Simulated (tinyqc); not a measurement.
Moment against band filling: Stoner model of a band ferromagnet.

Density of states per atom and spin: flat with a rise to the top, D(e) = (M/W) [1 - sp + 4 sp (e/W + 1/2)^3]. Levels e -/+ I m/2 for up and down spin, m = n_up - n_down, n_up + n_down = nd. At zero temperature e(N) is the energy below which N states lie, and E(m) = sum over spins of integral e D de - I m^2/4.

Inputs chosen for the exercise:
- W = 4.9 eV (band width, e from -W/2 to W/2)
- M = 5 (states per atom and spin)
- sp = 0.61 (shape parameter)
- I = 0.58 eV (Stoner parameter)

Rigid band, I fixed: a Slater-Pauling curve.

Results:
```
nd   I D(EF)  m (muB)  m_max
3.0    0.521    0.000    3.0
4.0    0.692    0.000    4.0
5.0    0.865    0.000    5.0
6.5    1.118    3.492    3.5
7.0    1.200    3.000    3.0
7.5    1.282    2.500    2.5
8.0    1.362    2.000    2.0
8.5    1.442    1.500    1.5
9.0    1.520    1.000    1.0
9.5    1.598    0.500    0.5
```

Give the missing row, nd = 6.0.

Computed row:
```
nd   I D(EF)  m (muB)  m_max
6.0    1.034    1.858    4.0
```

Magnetic fillings among those listed: 6.0, 6.5, 7.0, 7.5, 8.0, 8.5, 9.0 and 9.5; the largest moment is 3.49 at nd = 6.5. At 7.0, 7.5, 8.0, 8.5, 9.0 and 9.5 the moment is saturated and follows m_max, changing by one per electron.

Program tinyqc; command `OMP_NUM_THREADS=1 python tinyqc.py 1682036 1682037 out.jsonl`; about 0.2 s on one thread of a shared Intel(R) Xeon(R) Processor @ 2.30GHz.
